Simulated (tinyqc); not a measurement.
From results back to parameters: WKB tunnelling through a gate dielectric with a two-band (Franz) dispersion. Two cases, with inputs chosen for the exercise.

Problem. In the Fowler-Nordheim regime with a parabolic band J/F^2 is proportional to exp(-B/F), B = (4/3) sqrt(m/c) phi^(3/2), c = hbar^2/2m0, 1 V/angstrom = 100 MV/cm. The ratio below was computed from a hidden barrier.

Constants: hbar^2/2m0 = 3.80998211 eV angstrom^2.

Case 1.

Values chosen (out of a larger set: of the size used for HfO2 on silicon; not measured data): m = 0.18 m0 (mass at the conduction edge); F1 = 7.5 MV/cm (first field); F2 = 10.1 MV/cm (second field).

ln[(J2/F2^2)/(J1/F1^2)] = 1.64777

Case 2.

Values chosen (out of a larger set: of the size used for HfO2 on silicon; not measured data): m = 0.19 m0 (mass at the conduction edge); F1 = 8.3 MV/cm (first field); F2 = 11.1 MV/cm (second field).

ln[(J2/F2^2)/(J1/F1^2)] = 1.69581

Find: B; phi.

Solution. B is the logarithm divided by 1/F1 - 1/F2; then phi = (3 B/(4 sqrt(m/c)))^(2/3). The slope fixes only m phi^3, so the mass must be known.

Case 1.

B = 48.01 MV/cm
phi = 1.400 eV

Case 2.

B = 55.80 MV/cm
phi = 1.520 eV

Computed by tinyqc, one run a case: `OMP_NUM_THREADS=1 python tinyqc.py N N+1 out.jsonl` with N = 1451255, 1451266; one thread of a shared Intel(R) Xeon(R) Processor @ 2.30GHz, about 0.01 s a run at most.
